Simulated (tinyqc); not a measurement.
n-type polysilicon, carrier trapping at grain boundaries: one step of the calculation.

One-dimensional grains of size Lg, uniform ionised doping N, monovalent traps Qt at each boundary at a depth Et below (for electrons) or above (for holes) the band edge there, abrupt depletion of width W on each side of a boundary, Boltzmann statistics. xi is the distance from the band edge at the grain centre to the Fermi level. Trapped charge Qt/(1 + exp((xi + VB - Et)/Vt)) = 2 N W, barrier VB = q N W^2/(2 eps0 eps_r).

Task. Resistivity and effective mobility. n0 = NB exp(-xi/Vt); mean density n0 (1 - 2 W/Lg) by charge balance in a partly depleted grain, and n0 (sqrt(pi)/2) erf(u)/u with u = sqrt(VB/Vt) in a fully depleted one; v = sqrt(kB T/(2 pi ms m0)); barrier resistivity Vt exp(VB/Vt)/(q fe n0 v Lg); grain resistivity (1 - 2 W/Lg)/(q n0 mug); effective mobility 1/(q mean density total resistivity).

Parameters, values chosen for the exercise; values of the order met in polycrystalline silicon: temperature T = 300 K; conduction-band density of states at T NB = 2.8e19 cm^-3; grain size Lg = 19 nm; mass for thermionic emission ms = 0.34 m0; correction factor of the emission rate fe = 0.25; mobility inside the grains mug = 76 cm^2/(V s).

Constants: q = 1.602176634e-19 C, kB = 1.380649e-23 J/K, m0 = 9.1093837015e-31 kg, Vt = kB T/q. Results are converted to the units shown.

W = 2.0749845 nm
xi = 0.068224910 V
VB = 0.0066589461 V

Give: n0; mean density; v; barrier resistivity; grain resistivity; resistivity; effective mobility.

Result.

n0 = 2.000e18 cm^-3
mean density = 1.563e18 cm^-3
v = 4.613e6 cm/s
barrier resistivity = 0.04763 ohm cm
grain resistivity = 0.03209 ohm cm
resistivity = 0.07973 ohm cm
effective mobility = 50.08 cm^2/(V s)

The resistivity is 1.94 times that of a single crystal with the same N and mobility mug, and the mean density is 78.2 % of N.

tinyqc, about 0.01 s, one thread, Intel Xeon 2.30GHz (shared host): `OMP_NUM_THREADS=1 python tinyqc.py 2830117 2830118 out.jsonl`
